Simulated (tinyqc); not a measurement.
Recursion (Haydock) method for the local density of states: surface site of a square lattice: one step. Moments from the coefficients.

One orbital a site at energy 0, hopping -t to the 4 nearest neighbours of a square lattice; the start u0 is a site in the outermost layer of a half crystal, with energy V. Recursion: a_n = <u_n|H|u_n>, b_(n+1) u_(n+1) = (H - a_n) u_n - b_n u_(n-1), b > 0. G(z) = 1/(z - a0 - b1^2/(z - a1 - b2^2/(...))), z = E + i eta. After n levels the tail is b_n^2 T with the square-root terminator T = (z - sqrt(z - 2b) sqrt(z + 2b))/(2 b^2), b = 2t so that the band edges lie at -/+ 4t.

Coefficients:
```
n  a_n (eV)  b_(n+1) (eV)  b_(n+1)^2/t^2
0  0.000000     1.8013328       3.000000
1  0.000000     1.9914484       3.666667
2  0.000000     2.0240973       3.787879
3  0.000000     2.0489464       3.881455
4  0.000000     2.0563732       3.909644
```

Question. For a1 = a2 = 0: mu1 = a0, mu2 = a0^2 + b1^2, mu3 = a0^3 + 2 a0 b1^2, mu4 = a0^4 + 3 a0^2 b1^2 + b1^4 + b1^2 b2^2.

Give: mu1 to mu4 (eV^n).

Answer.

mu1 to mu4 (eV^n): 0.000  3.245  0.000  23.397

mu4/t^4 = 20 is the number of closed walks of four steps.

Run: tinyqc, `OMP_NUM_THREADS=1 python tinyqc.py 1481835 1481836 out.jsonl`; Intel(R) Xeon(R) Processor @ 2.30GHz, one thread, shared host; about 0.01 s of CPU time with all checks.
